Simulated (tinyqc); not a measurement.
What sets the wire resistivity: free and nearly free electrons in a metal.

The cubic cell holds 4 atoms: n = 4 z/a^3, kF = (3 pi^2 n)^(1/3), EF = c kF^2/m, vF = 2 c kF/(m hbar), c = hbar^2/2m0; rs = (3/(4 pi n))^(1/3)/a0; D(EF) = 3 n/(2 EF).

Square wire of width w with grain size w: rho/rho0 = 1/(1 - 3 al/2 + 3 al^2 - 3 al^3 ln(1 + 1/al)) + (3/4) (1 - p) l/w, with al = (l/w) Rg/(1 - Rg) (Mayadas-Shatzkes plus the thick-wire form of Fuchs-Sondheimer); l = hbar kF/(n e^2 rho), e = 1.602176634e-19 C.

Constants: hbar^2/2m0 = 3.80998211 eV angstrom^2; hbar = 6.58211957e-16 eV s; a0 (Bohr radius) = 0.5291772105 angstrom.

Inputs chosen for the exercise (near those of Co, whose d bands this model ignores; not measured data):
- a = 3.556 angstrom (fcc lattice constant)
- z = 2 (free electrons an atom)
- m = 1 m0 (mass)
- rho = 6.56 micro-ohm cm (bulk resistivity)
- p = 0.5 (specularity of the surfaces)
- Rg = 0.15 (reflection at grain boundaries)
- w = 30 nm (wire width)

All results formed anew.

One parameter was then changed.

Results before and after:

| case | EF (eV) | l (nm) | wire rho (micro-ohm cm) |
|---|---|---|---|
| base | 11.535 | 6.12 | 7.412 |
| changed | 11.535 | 6.12 | 7.775 |

Which of these changes was made? (a) Rg = 0.105; (b) w = 21 nm; (c) a = 3.663 angstrom; (d) p = 0.8; (e) m = 1.2 m0; (f) rho = 7.872 micro-ohm cm.

Answer: (b) w = 21 nm. Of the candidates, run in turn, only this one gives the changed row.

All candidates:

| case | EF (eV) | l (nm) | wire rho (micro-ohm cm) |
|---|---|---|---|
| base | 11.535 | 6.12 | 7.412 |
| a = 3.663 angstrom | 10.871 | 6.50 | 7.464 |
| m = 1.2 m0 | 9.612 | 6.12 | 7.412 |
| rho = 7.872 micro-ohm cm | 11.535 | 5.10 | 8.725 |
| p = 0.8 | 11.535 | 6.12 | 7.111 |
| Rg = 0.105 | 11.535 | 6.12 | 7.296 |
| w = 21 nm | 11.535 | 6.12 | 7.775 |

The mass drops out of l at given rho, because vF falls and tau rises by the same factor.

tinyqc: `OMP_NUM_THREADS=1 python tinyqc.py 1651390 1651391 out.jsonl`; about 0.01 s, one thread, shared Intel(R) Xeon(R) Processor @ 2.30GHz.
